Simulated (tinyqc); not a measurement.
Resistance of a source-drain extension with a graded tip: two steps of the calculation.

y runs along the channel, the gate covers y > 0. The doping is N0 for y < y0 and N0 10^(-(y - y0)/la) beyond, uniform over the depth xj. Sheet conductance s(y) = q mu(N) max(N - Nch, 0) xj + (for y > 0) ma Cox Vo, with mu(N) = u0 + (u1 - u0)/(1 + (N/Nr)^au) and Cox = eps0 eox/tox. Current is taken as one-dimensional; depletion of the tip, spreading and the contact are left out. The metallurgical junction lies at yj, where N = Nch.

Values chosen for this exercise; mobility law close to that of electrons in silicon: relative permittivity of the gate insulator (close to zirconium oxide) eox = 24.8; insulator thickness tox = 6.6 nm; active doping of the extension far from the gate N0 = 5.1e19 cm^-3; lateral abruptness la = 3.5 nm/decade; position under the gate where the fall begins (gate edge at 0) y0 = 2.7 nm; depth of the extension xj = 11 nm; channel doping Nch = 5.1e17 cm^-3; gate overdrive Vo = 0.42 V; mobility of the gate-induced layer ma = 160 cm^2/(V s); mobility at low doping u1 = 1414 cm^2/(V s); mobility at high doping u0 = 68.5 cm^2/(V s); reference doping Nr = 9.2e16 cm^-3; exponent au = 0.711; gate length Lg = 50 nm.

Constants: q = 1.602176634e-19 C, eps0 = 8.8541878128e-14 F/cm where lengths are in cm. Results are converted to the units shown.

Task 1. Sheet resistances and junction position. yj = y0 + la log10(N0/Nch); sheet resistance of the full extension 1/[q mu(N0)(N0 - Nch) xj] and of the gate-induced layer 1/(ma Cox Vo); metallurgical length Lg - 2 yj; ye is where the doped and the gate-induced conductances are equal.

Wanted: yj; sheet resistance of the extension; sheet resistance of the induced layer; metallurgical length; ye; N at ye.

Result 1.

yj = 9.7000 nm
sheet resistance of the extension = 1347.5 ohm/square
sheet resistance of the induced layer = 4472.7 ohm/square
metallurgical length = 30.600 nm
ye = 4.8812 nm
N at ye = 1.2144e19 cm^-3

The gate takes over 4.82 nm before the junction, where N is still 23.8 times the channel doping.

Task 2. Resistance of the overlapped part. Midpoint rule on 11 equal steps from 0 to yj: R_ov = sum h/s(y), per width.

Wanted: y; N; doped conductance; sheet resistance; R_ov.

Result 2.

```
point   y (nm)  N (cm^-3)  doped conductance (uS)  sheet resistance (ohm/square)
0      0.44091  5.1000e19                  742.13                         1035.5
1       1.3227  5.1000e19                  742.13                         1035.5
2       2.2045  5.1000e19                  742.13                         1035.5
3       3.0864  3.9553e19                  593.92                         1223.2
4       3.9682  2.2143e19                  363.06                         1704.6
5       4.8500  1.2396e19                  227.22                         2218.3
6       5.7318  6.9396e18                  145.01                         2713.1
7       6.6136  3.8850e18                  92.999                         3158.8
8       7.4955  2.1749e18                  57.782                         3554.2
9       8.3773  1.2176e18                  31.609                         3918.7
10      9.2591  6.8162e17                  9.9691                         4281.8
```

R_ov = 22.821 ohm um

tinyqc, about 0.05 s, one thread, Intel Xeon 2.30GHz (shared host): `OMP_NUM_THREADS=1 python tinyqc.py 2282036 2282037 out.jsonl`
